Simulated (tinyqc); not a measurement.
Worked calculation: smearing for a one-band metal on the bcc lattice. Values are carried at full precision from step to step, so a last printed digit may differ when a step is redone from the rounded ones.

Lattice vectors (units of a): a1 = (-1/2, 1/2, 1/2), a2 = (1/2, -1/2, 1/2), a3 = (1/2, 1/2, -1/2). E(k) = -t A_1(k) - t2 A_2(k), A_m the sum of cos(k . R) over the 8 nearest and 6 second lattice vectors. Mesh k = sum (j_i/N) b_i, j_i = 0 .. N-1.

Parameters, chosen for this exercise:

| symbol | value | unit | meaning |
|---|---|---|---|
| t | 0.8 | eV | nearest hopping |
| t2 | -0.12 | eV | second hopping |
| N | 5 |  | unshifted mesh |
| ne | 0.38 |  | electrons per cell |
| sigma | 0.08 | eV | width |

## Levels on the mesh

Evaluate the band and collect equal energies with their counts.

Distinct levels:

| E_k (eV) | points |
|---|---|
| -5.6800 | 1 |
| -3.8005 | 12 |
| -1.6919 | 6 |
| -1.3403 | 24 |
| -0.7713 | 8 |
| -0.7595 | 12 |
| 0.1803 | 24 |
| 1.7200 | 24 |
| 3.6113 | 8 |
| 5.7319 | 6 |

10 distinct levels; the mean spacing is 1.268 eV.

## Fermi level with Gaussian smearing

With x = (E_k - mu)/sigma: Gaussian f = erfc(x)/2, s = exp(-x^2)/(2 sqrt(pi)). With weights w = points/N^d (d the dimension), mu solves 2 sum w f = ne; E = 2 sum w f E_k, S = 2 sum w s, F = E - sigma S.

Weights w = points/total. Bisection from the lowest and highest level; ten steps are shown.

Bisection:

| step | low (eV) | high (eV) | mu (eV) | electrons |
|---|---|---|---|---|
| 1 | -5.6800 | 5.7319 | 0.0259 | 1.0092 |
| 2 | -5.6800 | 0.0259 | -2.8270 | 0.2080 |
| 3 | -2.8270 | 0.0259 | -1.4005 | 0.3590 |
| 4 | -1.4005 | 0.0259 | -0.6873 | 0.9798 |
| 5 | -1.4005 | -0.6873 | -1.0439 | 0.6880 |
| 6 | -1.4005 | -1.0439 | -1.2222 | 0.6809 |
| 7 | -1.4005 | -1.2222 | -1.3114 | 0.5709 |
| 8 | -1.4005 | -1.3114 | -1.3560 | 0.4540 |
| 9 | -1.4005 | -1.3560 | -1.3783 | 0.4003 |
| 10 | -1.4005 | -1.3783 | -1.3894 | 0.3779 |

## Occupations and energies

Converge mu, then list x, f and s of each level and form the sums.

mu = -1.3883 eV

x, f and s of each level:

| E_k (eV) | x | f | s |
|---|---|---|---|
| -5.6800 | -53.65 | 1.0000 | 0.0000 |
| -3.8005 | -30.15 | 1.0000 | 0.0000 |
| -1.6919 | -3.79 | 1.0000 | 0.0000 |
| -1.3403 | 0.60 | 0.1979 | 0.1967 |
| -0.7713 | 7.71 | 0.0000 | 0.0000 |
| -0.7595 | 7.86 | 0.0000 | 0.0000 |
| 0.1803 | 19.61 | 0.0000 | 0.0000 |
| 1.7200 | 38.85 | 0.0000 | 0.0000 |
| 3.6113 | 62.50 | 0.0000 | 0.0000 |
| 5.7319 | 89.00 | 0.0000 | 0.0000 |

E = -1.0849 eV
S = 0.0755
F = -1.0909 eV
(E + F)/2 = -1.0879 eV

Levels with f between 0.001 and 0.999: 1. (E + F)/2 removes the term in sigma^2 for this scheme. That argument needs a smooth density of states, and the number of distinct levels within 2 sigma of mu is only 1, so it may fail on this mesh.

## Checks

- The slope dF/d sigma by finite differences against -S: both -0.075540.
- The slope dF/d ne by finite differences against mu (eV): both -1.3883.

Program tinyqc; command `OMP_NUM_THREADS=1 python tinyqc.py 1651249 1651250 out.jsonl`; about 0.2 s on one thread of a shared Intel(R) Xeon(R) Processor @ 2.30GHz.
